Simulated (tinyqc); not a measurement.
# Electron-beam lithography: double-Gaussian proximity function, edge placement and dose correction for parallel lines, step by step

A worked calculation. Computed by tinyqc, a small Python program that keeps every step. Command: `OMP_NUM_THREADS=1 python tinyqc.py 3111820 3111821 out.jsonl proximity walk`. One thread of a shared host (Intel(R) Xeon(R) Processor @ 2.30GHz), about 0.01 s of CPU time with the checks. Intermediate numbers are printed to about 6 digits and carried at full precision; extremes and crossings named in words are read from the listed rows.

Lines are infinitely long. Absorbed energy is counted so that the middle of a very large area written at dose 1 receives 1; the resist develops where it exceeds 1/2.

Inputs (values chosen for the exercise, of the order of those for 100 keV electrons in resist on silicon):
```
quantity                              value               unit
forward range alpha                    0.01         micrometre
backscatter range beta                   30         micrometre
backscatter ratio eta                     1                  -
base dose D0                            240  microcoulomb/cm^2
beam current                           0.19                 nA
pixel size                                4                 nm
width of the test line                0.095         micrometre
pattern density around the test line   0.43                  -
```

line widths (micrometre): 0.083  9.3  39  38  0.044

gaps between the lines (micrometre): 13  7.5  0.081  1.6

Constants: e = 1.602176634e-19 C.

## Layout

The first line starts at x = 0; each next one starts after the width and the gap.

Lines (micrometre):
```
line  left edge   right edge       centre
1         0.000  8.30000e-02  4.15000e-02
2        13.083  2.23830e+01  1.77330e+01
3        29.883  6.88830e+01  4.93830e+01
4        68.964  1.06964e+02  8.79640e+01
5       108.564  1.08608e+02  1.08586e+02
```

## Interaction matrix

f(r) = [exp(-r^2/alpha^2)/alpha^2 + eta exp(-r^2/beta^2)/beta^2]/(pi (1 + eta)). A line from a to b at dose d gives E(x) = d [S(alpha) + eta S(beta)]/(1 + eta), S(s) = [erf((b - x)/s) - erf((a - x)/s)]/2. M_ij is the mean of E at the two edges of line i from line j at dose 1.

M:
```
          1         2         3         4         5
1  0.250780  0.061611  0.039583  0.000289  0.000000
2  0.000547  0.334727  0.139394  0.004557  0.000000
3  0.000147  0.039392  0.483502  0.123685  0.000036
4  0.000002  0.002466  0.125484  0.481690  0.000242
5  0.000000  0.000010  0.015263  0.219315  0.250414
```

## Dose correction

Uncorrected edge energies are M 1. Solve M d = 1/2 for the doses d that put the mean edge energy of every line at the threshold.

edge energies at dose 1: 1 0.352264, 2 0.479226, 3 0.646762, 4 0.609884, 5 0.485003

corrected doses: 1 1.58920, 2 1.17911, 3 0.72175, 4 0.84334, 5 1.21405

largest over smallest dose = 2.20188

Line 1 needs the most and line 3 the least; a narrow isolated line much wider than alpha would need 1 + eta = 2.00.

## Printed widths

Edges are the roots of E(x) = 1/2 between a line centre and the middle of the next gap. Three cases: dose 1 everywhere; one common dose equal to the mean of d; the corrected doses.

Width error, printed less drawn (nm):
```
line  drawn width (nm)    dose 1  mean dose  corrected
1                   83  -11.6752   -7.28583   0.000001
2                 9300   -1.5007    2.06919   0.000278
3                39000   13.6303    bridged   0.000626
4                38000   10.9507    bridged   0.001257
5                   44   -1.0643    2.44716   0.000002
```

With the common mean dose the errors span 9.7 nm. With corrected doses the largest error is below 0.01 nm.

## Dose to size and latitude

A test line of width w << beta in surroundings of density rho, all at dose d: near its edge E(x) = d [S + eta rho]/(1 + eta), S = [erf((b - x)/alpha) - erf((a - x)/alpha)]/2 for edges a and b, the second term being the background energy. Dose to size d_s = (1 + eta)/(erf(w/alpha) + 2 eta rho), dose = d_s D0; edge slope d [1 - exp(-w^2/alpha^2)]/(sqrt(pi) alpha (1 + eta)); width change per 1 % of dose = 2 x 0.01 x (1/2)/slope.

dose to size d_s = 1.07527

dose = 258.065 microcoulomb/cm^2

edge slope = 0.0303328 1/nm

width change per 1 % of dose = 0.329676 nm

background energy = 0.231183

The background supplies 46 % of the threshold.

## Shot noise and writing time

With dose = d_s D0: electrons per pixel N = dose x pixel area/e; relative noise 1/sqrt(N); time per cm^2 of pattern area = dose x density/current; pixel rate = current/(dose x pixel area).

electrons per pixel = 257.714

shot noise = 6.22918 %

writing time per cm^2 = 162.234 h

pixel rate = 4.60156 MHz

Checks made by the program: corrected edge energies (relative difference below 1e-10).
